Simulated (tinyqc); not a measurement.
Wannier function of the lower band of a two-orbital chain: sweeps and comparisons. A value that a table varies takes the place of the one given here.

H(k) = [[-d/2 - 2 ta cos k, -t1 - t2 exp(-ik)], [-t1 - t2 exp(ik), d/2 - 2 tb cos k]], k in 1/a, Bloch sums with exp(ikR) and without the positions inside the cell. Mesh k_j = 2 pi j/N. Projection gauge: each lower eigenvector u is multiplied by the phase that makes <trial|u> real and positive (the one-band case of Loewdin orthogonalisation). Wannier amplitudes w(R) = (1/N) sum_k exp(ikR) u(k); hoppings H(R) = (1/N) sum_k exp(-ikR) E(k).

Inputs chosen for the exercise:

| symbol | value | unit | meaning |
|---|---|---|---|
| d | 0.11 | eV | A at -d/2, B at +d/2 |
| t1 | 1.21 | eV | A-B in the cell |
| t2 | 0.27 | eV | B to A of the next cell |
| ta | 0.1 | eV | A-A between cells |
| tb | 0.19 | eV | B-B between cells |
| xb | 0.5 | a | position of B (A at 0) |
| th | 20 | degrees | trial orbital cos(th) A + sin(th) B in cell 0 |

## Convergence with the mesh

Centre and Omega_I from overlaps M_j = u_j^+ diag(1, exp(-i b xb)) u_(j+1), b = 2 pi/N: centre -(1/2 pi) sum arg M, Omega_I = (1/(N b^2)) sum (1 - |M|^2). Largest error of the Fourier interpolation on 41 points from 0 to pi.

Mesh:

| N | centre (a) | Omega_I (a^2) | H(1) (eV) | largest error (meV) |
|---|---|---|---|---|
| 3 | 0.23221 | 0.05936 | -0.27025 | 28.307 |
| 4 | 0.23180 | 0.06301 | -0.27732 | 2.448 |
| 6 | 0.23168 | 0.06629 | -0.27664 | 0.356 |
| 8 | 0.23162 | 0.06754 | -0.27663 | 0.055 |
| 12 | 0.23157 | 0.06846 | -0.27663 | 0.001 |
| 16 | 0.23156 | 0.06879 | -0.27663 | 0.000 |
| 24 | 0.23154 | 0.06903 | -0.27663 | 0.000 |

The interpolation error falls exponentially, from 2.4 meV at N = 4 to 0.001 at N = 12, because the hoppings decay exponentially for an isolated band (smallest gap 1.90 eV). Omega_I carries a finite-difference error and converges as a power: against the value 0.06923 on 400 points it is off by -0.00077 at N = 12 and -0.00019 at N = 24, an exponent of 1.99, near the limit 2.

## Choice of the trial orbital

N = 16. Centre, Omega_I and Omega_D from overlaps (b = 2 pi/N, M_j = u_j^+ diag(1, exp(-i b xb)) u_(j+1); Omega_D = (1/(N b^2)) sum (arg M_j + b centre)^2).

Trial angle:

| th (deg) | smallest projection | centre (a) | Omega_I (a^2) | Omega_D (a^2) |
|---|---|---|---|---|
| 0 | 0.699 | 0.2316 | 0.06879 | 0.00348 |
| 15 | 0.860 | 0.2316 | 0.06879 | 0.00073 |
| 30 | 0.963 | 0.2316 | 0.06879 | 0.00001 |
| 45 | 0.993 | 0.2316 | 0.06879 | 0.00034 |
| 60 | 0.943 | 0.2316 | 0.06879 | 0.00162 |
| 75 | 0.825 | 0.2316 | 0.06879 | 0.00433 |
| 90 | 0.651 | 0.2316 | 0.06879 | 0.01035 |

Omega_I is the same for all. Omega_D is smallest at 30 degrees (0.00001) and largest at 90 (0.01035). The centre does not move.

## Centre against ionicity

N = 24, d varied. Overlaps M_j = u_j^+ diag(1, exp(-i b xb)) u_(j+1), b = 2 pi/N; centre -(1/2 pi) sum arg M_j folded into [0, 1); Omega_I = (1/(N b^2)) sum (1 - |M_j|^2); charge moved is -2 times the shift of the centre from its value at d = 0 (a doubly filled band); weight on A averaged over the mesh.

Against d:

| d (eV) | centre (a) | charge moved (e) | weight on A | Omega_I (a^2) |
|---|---|---|---|---|
| -6.0 | 0.4828 | -0.4785 | 0.037 | 0.0091 |
| -3.0 | 0.4470 | -0.4070 | 0.112 | 0.0258 |
| -1.5 | 0.3838 | -0.2806 | 0.237 | 0.0488 |
| -0.5 | 0.2977 | -0.1083 | 0.402 | 0.0666 |
| 0.0 | 0.2435 | 0.0000 | 0.504 | 0.0693 |
| 0.5 | 0.1908 | 0.1055 | 0.605 | 0.0656 |
| 1.5 | 0.1108 | 0.2655 | 0.764 | 0.0480 |
| 3.0 | 0.0518 | 0.3834 | 0.887 | 0.0259 |
| 6.0 | 0.0171 | 0.4529 | 0.962 | 0.0092 |

For large positive d the function sits on A (centre 0.017) and for large negative d on B at 0.5 (centre 0.483); at d = 0 it lies at 0.244, on the bond inside the cell, the stronger one. Among these rows the spread is largest at d = 0 eV.

## What each parameter does

N = 24: centre (folded into [0, 1)) and Omega_I from overlaps M_j = u_j^+ diag(1, exp(-i b xb)) u_(j+1), b = 2 pi/N: centre = -(1/2 pi) Im ln prod M_j, Omega_I = mean(1 - |M_j|^2)/b^2; and the first two hoppings H(R). Each row changes one parameter from the base and keeps the others.

Results:

| case | centre (a) | Omega_I (a^2) | H(1) (eV) | H(2) (eV) |
|---|---|---|---|---|
| base | 0.2315 | 0.0690 | -0.2766 | 0.0063 |
| d = 0.41 eV | 0.1999 | 0.0667 | -0.2693 | 0.0054 |
| t1 = 1.36 eV | 0.2344 | 0.0676 | -0.2771 | 0.0057 |
| t2 = 0.17 eV | 0.2345 | 0.0652 | -0.2275 | 0.0020 |
| ta = 0.2 eV | 0.2386 | 0.0687 | -0.3292 | 0.0074 |
| xb = 0.55 a | 0.2552 | 0.0820 | -0.2766 | 0.0063 |
| th = 30 degrees | 0.2315 | 0.0690 | -0.2766 | 0.0063 |

The largest shifts from the base row, up to three for each result and ties (the steps differ in size, so this ranks the rows, not the parameters). centre (a): d -0.0317, xb +0.0236, ta +0.0071; unchanged at the printed digits by th. Omega_I (a^2): xb +0.0130, t2 -0.0039, d -0.0023; unchanged at the printed digits by th. H(1) (eV): ta -0.0526, t2 +0.0492, d +0.0074; unchanged at the printed digits by xb and th. H(2) (eV): t2 -0.0043, ta +0.0011, d -0.0009; unchanged at the printed digits by xb and th. The trial angle is a choice of gauge and moves none of these; xb enters the position operator alone, so it leaves the hoppings.

Program tinyqc; command `OMP_NUM_THREADS=1 python tinyqc.py 1481873 1481874 out.jsonl`; about 0.1 s on one thread of a shared Intel(R) Xeon(R) Processor @ 2.30GHz.
